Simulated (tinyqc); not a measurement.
Worked calculation: harmonic transition-state theory with quantum, tunnelling and friction corrections. Computed by tinyqc, a small Python program that keeps every step. Command: `OMP_NUM_THREADS=1 python tinyqc.py 3027908 3027909 out.jsonl rates walk`. One thread of a shared host (Intel(R) Xeon(R) Processor @ 2.30GHz), about 0.01 s of CPU time with the checks. Intermediate numbers are printed to about 7 digits and carried at full precision; extremes and crossings named in words are read from the listed rows.

One atom hops between equivalent sites; three modes at the minimum and two real modes at the saddle are treated as harmonic, the rest of the crystal as unchanged; melting is ignored, so hot rows may lie above the melting point.

Inputs (values chosen for the exercise, modelled on interstitial lithium in silicon):
```
quantity,value,unit
barrier E_b,0.6,eV
imaginary frequency at the saddle nu_b,9.71,THz
temperature T,403,K
jump length d,2.35,angstrom
number of jump directions z,4,-
friction gamma/(2 pi),0.7,THz
```

Lattice of sites: three-dimensional. Correction studied: friction.

frequencies at the minimum (THz): [9.84, 16.4, 16.6]

real frequencies at the saddle (THz): [13.6, 15.5]

Constants: k_B = 8.617333262e-05 eV/K; h x 1 THz = 4.135667696 meV.

## Classical rate and diffusivity

Vineyard: nu* = product of minimum frequencies / product of real saddle frequencies; k_cl = nu* exp(-E_b/(k_B T)). Activation entropy S = k_B ln(nu* h/(k_B T)); for uncorrelated jumps D = z k d^2/6 and D0 = z nu* d^2/6; 1 angstrom^2 = 1e-16 cm^2.

prefactor nu* = 12.70798 THz

classical rate k_cl = 398735.2 1/s

activation entropy in the Eyring form = 0.4143367 k_B

classical diffusivity D = 1.468010e-10 cm^2/s

prefactor D0 = 0.004678654 cm^2/s

Caution: h nu exceeds k_B T, so zero-point and tunnelling corrections to the classical rate matter.

## Quantum harmonic rate

Quantum harmonic: k_q = (k_B T/h) [prod 2 sinh(x_i/2) (minimum) / prod 2 sinh(x_j/2) (saddle)] exp(-E_b/(k_B T)), x = h nu/(k_B T). Zero-point correction to the barrier = (h/2)(sum of saddle frequencies - sum of minimum frequencies).

x at the minimum: [1.171825, 1.953042, 1.976859]

x at the saddle: [1.619596, 1.845863]

zero-point correction = -28.41204 meV

quantum harmonic rate k_q = 451119.3 1/s

ratio k_q/k_cl = 1.131376

To second order in x the ratio is 1 + (sum x_i^2 - sum x_j^2)/24 = 1.1277.

## Tunnelling factors

With u = h nu_b/(k_B T): Wigner factor 1 + u^2/24; parabolic barrier (Bell) (u/2)/sin(u/2), valid above T_c = h nu_b/(2 pi k_B); symmetric Eckart barrier: kappa = int_0^infinity P(E) exp(-(E - E_b)/(k_B T)) dE/(k_B T), P = (cosh 2a - 1)/(cosh 2a + cosh 2d), a = alpha sqrt(E/E_b), alpha = 2 pi E_b/(h nu_b), 2d = 2 sqrt(alpha^2 - pi^2/4).

u = 1.156344

crossover temperature T_c = 74.16724 K

Wigner factor = 1.055714

Bell factor = 1.057966

Eckart factor = 1.061053

T/T_c = 5.43: tunnelling is a small correction.

## Friction

Kramers: spatial-diffusion factor kappa_s = sqrt(1 + y^2) - y with y = gamma/(2 omega_b); weak-friction (energy-diffusion) estimate kappa_e = Delta/2 with Delta = (16/3)(gamma/omega_b) E_b/(k_B T), the energy lost in one round trip of a well at the barrier energy of a symmetric quartic double well, over k_B T (half of the escaping atoms fall back); bridge 1/kappa = 1/kappa_s + 1/kappa_e. omega_b = 2 pi nu_b; rate with friction = kappa k_cl.

y = 0.03604531

kappa_s = 0.9646041

kappa_e = 3.321398

transmission kappa = 0.7475111

rate with friction = 298059.0 1/s

Caution: the bridge is a rough interpolation, good to tens of per cent near the turnover.

## Kramers turnover

The formulas are those given above.

Transmission:
```
gamma/omega_b,kappa_s,kappa_e,kappa
0.001,0.9995001,4.607253e-02,0.0440424
0.003,0.9985011,1.382176e-01,0.1214112
0.01,0.9950125,4.607253e-01,0.3149107
0.03,0.9851125,1.382176e+00,0.5751723
0.1,0.9512492,4.607253e+00,0.7884580
0.3,0.8611874,1.382176e+01,0.8106769
1,0.6180340,4.607253e+01,0.6098532
3,0.3027756,1.382176e+02,0.3021138
10,0.0990195,4.607253e+02,0.0989982
30,0.0332964,1.382176e+03,0.0332956
```

kappa peaks at 0.81 near gamma/omega_b = 0.3 among these rows. Below, too little energy reaches the atom and the rate grows with friction; above, recrossings cut it, as omega_b/gamma in the end (0.0333 against 0.0333). Transition-state theory, kappa = 1, is the upper bound. Caution: the simple bridge underestimates kappa near the turnover by some ten per cent and can shift the peak to higher friction; long jumps on a lattice are ignored.

Checks made by the program: quantum rate against the classical one at very high temperature (relative difference 2e-08).
